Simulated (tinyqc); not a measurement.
Space-charge-limited current with shallow traps: effect of the thickness.

One carrier type, drift only, an injecting contact at x = 0 (zero field) and thickness L. The share th = y/(1 + y), y = (Nc/Nt) exp(-Et/kB T), of the injected charge is free: J = q mu n F, eps0 eps_r dF/dx = q (n - n0)/th.

Ohmic J = q n0 mu V/L; Mott-Gurney J = (9/8) th eps0 eps_r mu V^2/L^3; they cross at Vx = 8 q n0 L^2/(9 th eps0 eps_r); traps fill at V_TFL = q Nt L^2/(2 eps0 eps_r). Exact: with u = n0/n(L), w = -u - ln(1 - u) and v = -u - u^2/2 - ln(1 - u), V = (q n0 L^2/(th eps0 eps_r)) v/w^2 and J = q^2 n0^2 mu L/(th eps0 eps_r w).

Values chosen for this exercise:

| symbol | value | unit | meaning |
|---|---|---|---|
| T | 350 | K | temperature |
| eps_r | 8.1 |  | relative permittivity |
| mu | 22 | cm^2/(V s) | mobility |
| Nc | 5.3e19 | cm^-3 | band density of states |
| Nt | 1.3e16 | cm^-3 | trap density |
| Et | 0.3 | eV | trap depth |
| n0 | 3e13 | cm^-3 | free carrier density in equilibrium |
| V | 7.6 | V | voltage |

Constants: q = 1.602176634e-19 C, kB = 1.380649e-23 J/K, Vt = kB T/q, eps0 = 8.8541878128e-14 F/cm where lengths are in cm. Results are converted to the units shown.

Results:

| L (nm) | J (A/cm^2) | ohmic (A/cm^2) | Mott-Gurney (A/cm^2) | d ln J/d ln V |
|---|---|---|---|---|
| 380 | 3068 | 21.15 | 3052 | 1.995 |
| 560 | 964.3 | 14.35 | 953.6 | 1.989 |
| 850 | 279.8 | 9.455 | 272.7 | 1.975 |
| 1300 | 80.89 | 6.182 | 76.22 | 1.942 |
| 2900 | 9.013 | 2.771 | 6.866 | 1.755 |
| 4300 | 3.601 | 1.869 | 2.106 | 1.563 |
| 6500 | 1.654 | 1.236 | 0.6098 | 1.319 |

Estimate the missing row, L = 1900 nm.

Computed row:

| L (nm) | J (A/cm^2) | ohmic (A/cm^2) | Mott-Gurney (A/cm^2) | d ln J/d ln V |
|---|---|---|---|---|
| 1900 | 27.63 | 4.230 | 24.41 | 1.882 |

With this row back in the table: J falls from 3070 to 1.65 A/cm^2, as L^(-2.98) between the first two rows and L^(-1.88) between the last two (space charge -3, ohmic -1). The thickness law marks a bulk-limited current; an electrode-limited one depends on V/L alone. For L = 380, 560, 850 V exceeds half of V_TFL, which goes as L^2, so trap filling, left out here, would raise the current.

Range of the model: Diffusion and a field-dependent mobility are left out. With injecting contacts the diffusion current, about 4 pi^2 Vt th eps0 eps_r mu V/L^3, equals the Mott-Gurney current at V = 35 kB T/q (0.9 V at 300 K), so the drift-only result needs V well above that.

Program tinyqc, `OMP_NUM_THREADS=1 python tinyqc.py 2370130 2370131 out.jsonl`; Intel Xeon 2.30GHz, shared host, one thread, about 0.01 s.
